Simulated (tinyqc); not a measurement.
Carrier density against temperature: charge neutrality of a doped semiconductor with incomplete ionisation. Computed by tinyqc, a small Python program. Command: `OMP_NUM_THREADS=1 python tinyqc.py 3029519 3029520 out.jsonl dopant walk`. One thread of a shared host (Intel(R) Xeon(R) Processor @ 2.30GHz), about 0.03 s of CPU time with the checks.

Energies are counted from the top of the valence band; E_D is measured down from the conduction band and E_A up from the valence band.

Inputs (values chosen for the exercise, modelled on ZnO):

| quantity | value | unit |
|---|---|---|
| gap at 0 K E_g0 | 3.45 | eV |
| Varshni alpha | 0.000538 | eV/K |
| Varshni beta | 490 | K |
| electron mass m_e | 0.26 | m_0 |
| valleys M_c | 1 | - |
| hole mass m_h | 0.777 | m_0 |
| donor density N_D | 2.5e+18 | cm^-3 |
| acceptor density N_A | 0 | cm^-3 |
| donor depth E_D | 0.045 | eV |
| donor degeneracy g_D | 2 | - |

Doping: n-type. Statistics of the bands: Fermi-Dirac.

Constants: k_B = 8.617333262e-05 eV/K; m_0 = 9.1093837015e-31 kg; k_B = 1.380649e-23 J/K; h = 6.62607015e-34 J s.

Method:
- E_g = E_g0 - alpha T^2/(T + beta).
- N_c = 2 M_c (2 pi m_e k_B T/h^2)^(3/2) and N_v = 2 (2 pi m_h k_B T/h^2)^(3/2), masses in units of m_0.
- n = N_c F_1/2((E_F - E_g)/k_B T), p = N_v F_1/2(-E_F/k_B T).
- F_1/2(eta) = (2/sqrt(pi)) int_0^infinity sqrt(x)/(1 + exp(x - eta)) dx, by the trapezoid rule in t = sqrt(x) with step 0.02 up to t = 12 (for eta < -12 by exp(eta) - exp(2 eta)/2^(3/2)).
- N_D+ = N_D/(1 + g_D exp((E_F - E_g + E_D)/k_B T)).
- Neutrality: p + N_D+ = n + N_A-; the log ratio is ln[(p + N_D+)/(n + N_A-)].
- Neutrality is solved by bisection at each T. The last column is -k_B d ln(n T^-3/4)/d(1/T) from this row and the one above; it turns negative as ionisation nears completion, when the density grows more slowly than that power of T.

Against temperature:

| T (K) | n (cm^-3) | E_F from the band edge (eV) | ionised share | activation energy (eV) |
|---|---|---|---|---|
| 19 | 2.7704e+11 | 0.019913 | 1.1081e-07 | - |
| 24 | 5.7808e+12 | 0.019595 | 2.3123e-06 | 0.022500 |
| 33 | 1.4263e+14 | 0.019184 | 5.7051e-05 | 0.022498 |
| 47 | 1.9595e+15 | 0.018846 | 7.8380e-04 | 0.022482 |
| 75 | 2.1880e+16 | 0.018912 | 8.7520e-03 | 0.022374 |
| 120 | 1.1119e+17 | 0.020449 | 4.4475e-02 | 0.021942 |
| 170 | 2.6253e+17 | 0.023764 | 1.0501e-01 | 0.021022 |
| 260 | 5.6823e+17 | 0.033114 | 2.2729e-01 | 0.019193 |
| 300 | 6.9863e+17 | 0.038432 | 2.7945e-01 | 0.016679 |
| 600 | 1.4203e+18 | 0.095013 | 5.6811e-01 | 0.009805 |

Between the two coldest rows the activation energy is 0.0225 eV, 0.50 of the dopant depth: without compensation E_F sits halfway between level and band, so half the depth shows. No row comes within 10 % of the net doping.
